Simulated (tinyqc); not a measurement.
From switching time t1 back to pulse height V: switching kinetics of a ferroelectric film and the memory window of a ferroelectric gate stack. Computed by tinyqc, a small Python program. Command: `OMP_NUM_THREADS=1 python tinyqc.py 3028620 3028621 out.jsonl feswitch inv`. One thread of a shared host (Intel(R) Xeon(R) Processor @ 2.30GHz), about 0.02 s of CPU time with the checks.

Fields in MV/cm; 1 microcoulomb/cm^2 over eps_0 is 11.29409 MV/cm. In the stack (metal, ferroelectric, interlayer, channel) the channel is taken as a conductor.

Inputs (values chosen for the exercise, for a model hafnia-based film):

| quantity | value | unit |
|---|---|---|
| saturation polarisation P_s | 35 | microcoulomb/cm^2 |
| ratio P_r/P_s | 0.91 | - |
| coercive field E_c | 0.99 | MV/cm |
| permittivity of the ferroelectric eps_F | 29 | - |
| thickness t_F | 15 | nm |
| permittivity of the interlayer eps_I | 3.9 | - |
| interlayer thickness t_I | 0.8 | nm |
| share s of P screened by trapped charge | 0.79 | - |
| time constant t_inf | 6.1e-11 | s |
| activation field E_a | 5.8 | MV/cm |
| Merz exponent alpha | 2 | - |
| dimension n | 2 | - |
| pulse length t_p | 5.6e-08 | s |
| breakdown field of the interlayer | 11 | MV/cm |

Kinetics: Kolmogorov-Avrami-Ishibashi (KAI).

Method. Series stack: V = E_F t_F + E_I t_I and eps_I E_I = eps_F E_F + (1 - s) P/eps_0. Before switching P = -P_r, after it P = +P_s; in retention V = 0 and P = +P_r. Merz's law: t1 = t_inf exp[(E_a/E)^alpha] at the mean of the fields before and after switching. KAI: switched share = 1 - exp[-(t/t1)^n].

Question. A run gave the result below. Find the pulse height V, known to lie between 3.3 and 8.3 V.

switching time t1 = 3.023297e-08 s

Answer.

Each step takes the trial c = (a f_b - b f_a)/(f_b - f_a), f being the result less the target and a, b, c the logarithms of the listed values; c replaces end b, the old b replaces a if the sign of f changed, and otherwise f_a is halved.

Scan of the range:

| pulse height V (V) | switching time t1 (s) |
|---|---|
| 3.30 | 9.03693e-05 |
| 3.85 | 1.94206e-06 |
| 4.49 | 1.19393e-07 |
| 5.23 | 1.58315e-08 |
| 6.10 | 3.56852e-09 |
| 7.12 | 1.19597e-09 |
| 8.30 | 5.41292e-10 |

False position (Illinois rule, in the logarithm of the input) inside the bracket:

| step | end a | end b | trial | switching time t1 (s) |
|---|---|---|---|---|
| 1 | 4.49000 | 5.23000 | 5.12021 | 2.02194e-08 |
| 2 | 4.49000 | 5.12021 | 4.99834 | 2.70484e-08 |
| 3 | 4.49000 | 4.99834 | 4.93177 | 3.20051e-08 |
| 4 | 4.99834 | 4.93177 | 4.95547 | 3.01205e-08 |
| 5 | 4.93177 | 4.95547 | 4.95405 | 3.02293e-08 |
| 6 | 4.93177 | 4.95405 | 4.95396 | 3.02364e-08 |
| 7 | 4.95405 | 4.95396 | 4.95400 | 3.02330e-08 |
| 8 | 4.95396 | 4.95400 | 4.95400 | 3.02330e-08 |

Switching time t1 falls at every point of a 13-point scan of the range (every second point is shown), so one value fits; it is bracketed by 4.49 and 5.23. Answer: pulse height V = 4.954 V.

Caution: the interlayer field exceeds its breakdown field, so charge injection would change the fields. Caution: the field changes much during switching, so one mean field is a crude stand-in.
